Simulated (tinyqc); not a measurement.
Inside a calculation. Method: plane-wave Kohn-Sham cycle with exchange-only LDA in a layered model solid. Computed by tinyqc, a small Python program that keeps every step. Settings: points = 16, plane-wave index or count = 2, electrons = 2, k points = 3, area = 10.0, mixing = 0.3, iteration cap = 65, Kerker q0 = 1.49. Command: `OMP_NUM_THREADS=1 python tinyqc.py 29127 29128 out.jsonl` (the two numbers bound the seeds that draw the settings). One thread of a shared host (Intel(R) Xeon(R) Processor @ 2.60GHz), about 0.02 s of CPU time with the checks.

A solid whose potential varies along x alone (atomic units):
```
parameter,value
period a,12.100000
cross-section of the cell,10.000000
electrons per cell,2
grid points,16
"plane waves -n..n, n",2
k points,3
V1 in V1 cos(2 pi x/a),-0.510000
```

Stop when sqrt(dV sum R^2) is below 1e-8, dV = a A/N.

Course of the cycle:
```
iteration,E (hartree),norm of the residual
1,-1.0383278,2.35e-01
2,-0.9745839,2.19e-01
3,-0.9169678,2.05e-01
4,-0.8652201,1.92e-01
5,-0.8189722,1.80e-01
6,-0.7778239,1.68e-01
7,-0.7413764,1.57e-01
8,-0.7092449,1.47e-01
9,-0.6810634,1.37e-01
10,-0.6564851,1.28e-01
11,-0.6351824,1.19e-01
...,...,...
55,-0.5334055,6.35e-04
56,-0.5334053,5.59e-04
57,-0.5334051,4.92e-04
58,-0.5334050,4.34e-04
59,-0.5334049,3.82e-04
60,-0.5334048,3.36e-04
61,-0.5334048,2.96e-04
62,-0.5334047,2.61e-04
63,-0.5334047,2.30e-04
64,-0.5334047,2.02e-04
65,-0.5334046,1.78e-04
```

Can the last value be used, and what does the course show?

Not by the stop rule, although the second column moves by less than 1e-07 over the last three steps. Not converged within 65 iterations: the residual falls steadily but slowly, by a factor of about 0.88 a step. Reruns (cap 100 unless said): mixing 0.1: not converged; mixing 0.5, Kerker q0 1.0: converged in 47 (E = -0.53340); mixing 0.3, Pulay depth 5: converged in 42 (E = -0.53340); the original settings with a cap of 400: converged in 143 (E = -0.53340).
